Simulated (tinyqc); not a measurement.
Efficiency against current: defect, radiative and Auger recombination at equal electron and hole densities (ABC model).

J/(e d) = Ae n + B n^2 + C n^3 with Ae = A + 4 S/w (four side walls, carriers spread evenly), e = 1.602176634e-19 C, lengths in cm; internal efficiency IQE = B n^2/(Ae n + B n^2 + C n^3); all injected carriers recombine in the layer.

Values chosen for the exercise (orders of magnitude like those quoted for GaN; not measured data):

| symbol | value | unit | meaning |
|---|---|---|---|
| A | 10000000 | 1/s | defect rate |
| B | 3e-12 | cm^3/s | radiative coefficient |
| C | 9.6e-32 | cm^6/s | Auger coefficient |
| S | 0 | cm/s | recombination velocity of the side walls |
| w | 55 | micrometre | side of the square mesa |
| d | 5.4 | nm | active thickness |

The slope is d ln(B n^2)/d ln J = 2 (Ae + B n + C n^2)/(Ae + 2 B n + 3 C n^2).

Results:

| J (A/cm^2) | n (1/cm^3) | IQE | slope | differential lifetime (ns) |
|---|---|---|---|---|
| 0.040 | 4.56e+16 | 0.0135 | 1.973 | 97.3 |
| 0.20 | 2.17e+17 | 0.0611 | 1.883 | 88.4 |
| 0.70 | 6.71e+17 | 0.167 | 1.703 | 70.6 |
| 3.0 | 2.08e+18 | 0.375 | 1.404 | 42.1 |
| 10 | 4.53e+18 | 0.532 | 1.187 | 23.2 |
| 2.0e+02 | 2.06e+19 | 0.549 | 0.880 | 3.92 |
| 7.0e+02 | 3.49e+19 | 0.452 | 0.812 | 1.75 |
| 3.0e+03 | 6.18e+19 | 0.330 | 0.759 | 0.676 |
| 1.0e+04 | 9.66e+19 | 0.242 | 0.730 | 0.305 |

Give the missing row, J (A/cm^2) = 40.

Computed row:
```
J (A/cm^2)  n (1/cm^3)    IQE  slope  differential lifetime (ns)
40            9.65e+18  0.605  1.011                        10.6
```

IQE peaks at 0.605 for J = 44.7 A/cm^2, where the slope passes 1. It is 0.0135 at the lowest current and 0.242 at the highest, a droop of 60 %. The slope runs from 1.97 to 0.73; its limits are 2 (defects alone), 1 (radiation alone) and 2/3 (Auger alone).

(tinyqc, `OMP_NUM_THREADS=1 python tinyqc.py 1652434 1652435 out.jsonl`, Intel(R) Xeon(R) Processor @ 2.30GHz, 1 thread, shared host, about 0.01 s.)
